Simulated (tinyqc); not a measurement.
# Gate sheet resistance from two finger widths

Inverse problem. At low frequency R = Rsh Wf/(3 L) + B/Wf, where B collects the channel and vertical terms. Find Rsh, B and the width of lowest R.

Values chosen for this exercise:
- L = 0.059 um (channel length)

input resistance of single fingers, contacted at one end, of width 0.57 and 4.3 um (ohm): [470.79988, 301.07739]

Answer. R Wf is a straight line in Wf^2; the minimum of R lies where both terms are equal.

Rsh = 10.0 ohm/square
B = 250 ohm um
width of lowest R = 2.10 um

Numbers from tinyqc (`OMP_NUM_THREADS=1 python tinyqc.py 2262022 2262023 out.jsonl`; about 0.01 s on one thread of a shared Intel Xeon 2.30GHz).
